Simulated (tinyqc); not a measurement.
Heat flow across a film from the phonon Boltzmann equation in the relaxation-time approximation. Changing the share f_2 of kappa. Computed by tinyqc, a small Python program. Command: `OMP_NUM_THREADS=1 python tinyqc.py 3015656 3015657 out.jsonl slabbte sweep`. One thread of a shared host (Intel(R) Xeon(R) Processor @ 2.30GHz), about 0.03 s of CPU time with the checks.

Two black walls, hot at x = 0 and cold at x = L, emit phonons isotropically. For one free path Lambda, with tau = x/Lambda, tau_L = L/Lambda and phi = (T - T_cold)/Delta T, energy balance gives phi(tau) = (1/2) [E2(tau) + int_0^tau_L phi(s) E1(|tau - s|) ds]; E_n are the exponential integrals. The flux over the ballistic flux C v Delta T/4 is psi = 1 - 2 int_0^tau_L phi(s) E2(s) ds, and kappa_eff/kappa = (3/4) tau_L psi. kappa = C v Lambda/3 is an input, so at fixed kappa a longer free path means a smaller C v.

Inputs (values chosen for the exercise, modelled on indium phosphide):

| quantity | value | unit |
|---|---|---|
| bulk conductivity kappa | 71.5 | W/(m K) |
| film thickness L | 1000 | nm |
| wall temperature difference Delta T | 7.7 | K |
| free path Lambda_1 | 97 | nm |
| free path Lambda_2 | 570 | nm |
| free path Lambda_3 | 4600 | nm |
| share f_3 of kappa | 0.12 | - |

Free-path groups: three.

Method:
- Cut the film into n equal cells with constant phi, collocated at the centres c_i: the kernel integrates to A_ij = |E2(|c_i - e_j|) - E2(|c_i - e_(j+1)|)|/2 for cell edges e_j, and A_ii = 1 - E2(half a cell); solve (1 - A) phi = E2(c)/2; psi = 1 - 2 sum_j phi_j [E3(e_j) - E3(e_(j+1))].
- Each group is solved on its own with 150 and 300 cells, psi = (4 psi(300) - psi(150))/3, and weighted by its share of kappa (f_1 is what the others leave); exchange of energy between groups inside the film is left out.
- Flux J = kappa_eff Delta T/L; apparent boundary resistance per wall (L/kappa_eff - L/kappa)/2.

One run for each value:

| share f_2 of kappa | kappa_eff/kappa | apparent resistance per wall (m^2 K/GW) | flux J (GW/m^2) |
|---|---|---|---|
| 0.02 | 0.78333 | 1.9343 | 0.43126 |
| 0.12 | 0.75076 | 2.3216 | 0.41333 |
| 0.22 | 0.71818 | 2.7441 | 0.39540 |
| 0.32 | 0.68561 | 3.2067 | 0.37746 |
| 0.42 | 0.65303 | 3.7155 | 0.35953 |
| 0.52 | 0.62046 | 4.2777 | 0.34159 |
| 0.62 | 0.58789 | 4.9022 | 0.32366 |

Over the rows, kappa_eff/kappa falls from 0.783 to 0.588 (exponent d ln y / d ln x -0.024 between the first rows and -0.31 between the last); apparent resistance per wall (m^2 K/GW) rises from 1.93 to 4.90 (exponent d ln y / d ln x 0.10 between the first rows and 0.77 between the last); flux J (GW/m^2) falls from 0.431 to 0.324 (exponent d ln y / d ln x -0.024 between the first rows and -0.31 between the last). Moving conductivity from short to long free paths at fixed kappa makes more of it vulnerable to the walls.
